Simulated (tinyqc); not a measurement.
Trench capacitor in an array: capacitance, non-linearity, leakage and relaxation: one step of the calculation.

A film between two metal electrodes, each interface adding a series capacitance ci. The small-signal permittivity is ek (1 + aq E^2); the field is found with the linear permittivity. Leakage J = J0 sinh(E/Ef). After a voltage step the film passes a relaxation current kr C V tt^(-nr), tt being the time in seconds. The sidewall is a coaxial capacitor with radii a = dm/2 - t and b = dm/2, depth AR dm; the end face is left out.

Problem. Cell capacitance, fields and time constant. Per length 1/c = ln(b/a)/(2 pi eps0 ek) + (1/a + 1/b)/(2 pi ci); cell capacitance c AR dm; per footprint over pt^2; fields c V/(2 pi eps0 ek r) at r = a and b; resistance of the inner electrode rho AR dm/(pi a^2); time constant R C/3 of the distributed line.

Inputs (values chosen for the exercise); permittivity of the order of that of aluminium oxide:
```
symbol  value     unit                                                             meaning
ek       9.08                                            relative permittivity of the film
t         7.4       nm                                                      film thickness
ci       1000  uF/cm^2  capacitance of each electrode interface (dead layer and screening)
V         0.9        V                                                                bias
dm         40       nm                                                diameter of the hole
AR         10                                            aspect ratio, depth over diameter
pt         85       nm                                           pitch of the square array
rho       240  uohm cm                                  resistivity of the inner electrode
```

Constants: eps0 = 8.8541878128e-14 F/cm where lengths are in cm. Results are converted to the units shown.

Wanted: a; b; cell capacitance; capacitance per footprint; field at a; field at b; R; R C/3.

Solution.

a = 12.600 nm
b = 20.000 nm
cell capacitance = 0.43634 fF
capacitance per footprint = 6.0393 uF/cm^2
field at a = 1.5425 MV/cm
field at b = 0.97176 MV/cm
R = 1.9248 kohm
R C/3 = 0.27995 ps

The array gives 5.57 times the planar capacitance per footprint; curvature makes the field at the inner electrode 1.27 times the planar value.

Program tinyqc, `OMP_NUM_THREADS=1 python tinyqc.py 2102136 2102137 out.jsonl`; Intel Xeon 2.30GHz, shared host, one thread, about 0.01 s.
